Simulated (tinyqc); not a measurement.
# ESD clamp with bipolar snapback, compact model and design window: what changes with what

The drain junction multiplies the current that enters it: Igen = (M - 1)(Ic + I0), M = 1/(1 - (Vj/BV)^n). The generated holes leave through the substrate resistance and the base of the parasitic npn: Igen = Vb/Rb + Ic/be, Ic = Is exp(Vb/Vt). Terminal current I = Ic + I0 + Igen and voltage V = Vj + I Ro, per width. Isothermal, constant gain.

Parameters, values chosen for the exercise; values close to those of grounded-gate n-channel clamps: temperature T = 300 K; junction breakdown voltage BV = 9 V; exponent of the multiplication n = 4.8; current gain of the parasitic npn be = 3.1; saturation current Is = 3.1e-17 A/um; junction leakage I0 = 8e-11 A/um; substrate resistance Rb = 74000 ohm um; drain ballast and contact resistance Ro = 470 ohm um; failure current for 100 ns It2 = 4.5 mA/um.

Constants: q = 1.602176634e-19 C, kB = 1.380649e-23 J/K, Vt = kB T/q. Results are converted to the units shown.

Each table varies one quantity; the others keep the values above.

## Effect of the drain ballast and contact resistance

For given Vb: Ic, Igen, M = 1 + Igen/(Ic + I0), Vj = BV (1 - 1/M)^(1/n), I and V. Vt1 is the maximum of V along the curve, Vh the following minimum, Vt2 the voltage at I = It2. It1 and Ih are the currents at Vt1 and Vh.

Effect of the drain ballast and contact resistance:

| Ro (ohm um) | Vt1 (V) | It1 (uA/um) | Vh (V) | Ih (uA/um) | Vt2 (V) | Vt2 - Vt1 (V) |
|---|---|---|---|---|---|---|
| 30 | 9.000 | 4.874 | 6.782 | 1217 | 6.854 | -2.146 |
| 52 | 9.000 | 5.049 | 6.805 | 916.9 | 6.953 | -2.048 |
| 92 | 9.000 | 5.243 | 6.837 | 682.7 | 7.133 | -1.868 |
| 160 | 9.001 | 5.439 | 6.877 | 512.1 | 7.439 | -1.562 |
| 280 | 9.001 | 5.642 | 6.929 | 382.1 | 7.979 | -1.023 |
| 490 | 9.003 | 5.847 | 6.998 | 284.4 | 8.924 | -0.07903 |
| 860 | 9.005 | 6.055 | 7.087 | 210.6 | 10.59 | 1.584 |
| 1500 | 9.009 | 6.262 | 7.202 | 155.9 | 13.47 | 4.460 |

Read the table: what changes, and by how much?

As Ro goes from 30 to 1500 ohm um, Vt1 stays near 9.00 V, It1 rises from 4.87 to 6.26 uA/um, Vh rises from 6.78 to 7.20 V and Vt2 rises from 6.85 to 13.5 V. Vt2 exceeds Vt1, the condition for all fingers to turn on, in 2 of the 8 rows. Ballast buys uniform turn-on with a higher clamping voltage.

## Effect of the substrate resistance

Same model as above.

Results:

| Rb (ohm um) | Vt1 (V) | It1 (uA/um) | Vh (V) | Ih (uA/um) | Vt2 (V) | Vt2 - Vt1 (V) |
|---|---|---|---|---|---|---|
| 7400 | 9.034 | 75.39 | 7.583 | 854.8 | 8.928 | -0.1054 |
| 34000 | 9.006 | 13.94 | 7.126 | 423.1 | 8.846 | -0.1599 |
| 74000 | 9.003 | 5.832 | 6.992 | 290.8 | 8.834 | -0.1689 |
| 1.6e5 | 9.001 | 2.439 | 6.901 | 199.1 | 8.828 | -0.1732 |
| 3.4e5 | 9.000 | 1.042 | 6.840 | 136.9 | 8.825 | -0.1751 |
| 7.4e5 | 9.000 | 0.4467 | 6.797 | 92.77 | 8.824 | -0.1760 |

Estimate the missing row, Rb = 16000 ohm um.

Computed row:

| Rb (ohm um) | Vt1 (V) | It1 (uA/um) | Vh (V) | Ih (uA/um) | Vt2 (V) | Vt2 - Vt1 (V) |
|---|---|---|---|---|---|---|
| 16000 | 9.014 | 32.21 | 7.312 | 603.0 | 8.872 | -0.1420 |

With this row back in the table: As Rb goes from 7400 to 7.4e5 ohm um, Vt1 stays near 9.01 V, It1 falls from 75.4 to 0.447 uA/um, Vh falls from 7.58 to 6.80 V and Vt2 falls from 8.93 to 8.82 V. Vt2 exceeds Vt1, the condition for all fingers to turn on, in 0 of the 7 rows. It1 goes as Rb^(-1.11); the product It1 Rb, close to the base voltage at the trigger, goes from 0.558 to 0.331 V.

## Failure current against pulse length

Power to failure goes as 1/t for pulses shorter than ta = 11 ns (adiabatic) and as 1/sqrt(t) beyond: Pf = P100 sqrt(100 ns/t) for t > ta and Pf(ta) ta/t below, with P100 = Vt2 It2 at 100 ns. The failure current solves V I = Pf on the curve (I(Vb), V(Vb)).

Failure current against pulse length:

| t (ns) | Pf (mW/um) | failure current (mA/um) | V at failure (V) | energy (nJ/um) |
|---|---|---|---|---|
| 1 | 1318 | 46.30 | 28.47 | 1.318 |
| 2 | 659.2 | 30.99 | 21.27 | 1.318 |
| 5 | 263.7 | 17.60 | 14.98 | 1.318 |
| 10 | 131.8 | 11.07 | 11.91 | 1.318 |
| 20 | 88.89 | 8.354 | 10.64 | 1.778 |
| 50 | 56.22 | 5.919 | 9.498 | 2.811 |
| 100 | 39.75 | 4.500 | 8.834 | 3.975 |
| 200 | 28.11 | 3.382 | 8.312 | 5.622 |
| 500 | 17.78 | 2.279 | 7.800 | 8.889 |

What does the comparison show, and why?

The failure current falls from 46.3 to 2.28 mA/um, as t^(-0.58) at the start and t^(-0.43) at the end, more slowly than the power since V rises with I. The voltage at failure falls from 28.5 to 7.80 V.

Numbers from tinyqc (`OMP_NUM_THREADS=1 python tinyqc.py 2670127 2670128 out.jsonl`; about 0.02 s on one thread of a shared Intel Xeon 2.30GHz).
